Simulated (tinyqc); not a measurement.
Deep-level transient spectroscopy: one step of the calculation.

Schottky contact on an n-type layer with shallow donors Nd (all ionised) and a donor-like deep trap, neutral when filled and positive when empty; depletion approximation. Traps within lam of the depletion edge stay filled. A long pulse to Vp fills the traps beyond x1 = Wp - lam; back at Vr those between x1 and x2 = Wr - lam emit. A rate window reads S = C(t2) - C(t1).

Task. Emission rate and rate window. Emission rate en = sn vth(T) Nc(T) exp(-Et/kB T) = sn g T^2 exp(-Et/kB T), g = vth Nc/(300 K)^2, as vth goes as T^0.5 and Nc as T^1.5 (degeneracy factor 1). For an exponential transient S peaks where en = ew = ln(t2/t1)/(t2 - t1).

Values chosen for this exercise; material values close to those of indium phosphide:
- Nc = 5.62e17 cm^-3 (conduction-band density of states at 300 K)
- vth = 4.3e7 cm/s (thermal velocity at 300 K)
- Et = 0.58 eV (depth of the trap below the conduction edge)
- sn = 1.6e-14 cm^2 (capture cross-section)
- t1 = 0.2 ms (first sampling time)
- t2 = 0.8 ms (second sampling time)
- T = 353 K (temperature of the transient)

Constants: q = 1.602176634e-19 C, kB = 1.380649e-23 J/K. Results are converted to the units shown.

Wanted: g; en; 1/en; ew.

Result.

g = 2.685e20 cm^-2 s^-1 K^-2
en = 2805 1/s
1/en = 0.3565 ms
ew = 2310 1/s

Program tinyqc, `OMP_NUM_THREADS=1 python tinyqc.py 2050083 2050084 out.jsonl`; Intel Xeon 2.30GHz, shared host, one thread, about 0.01 s.
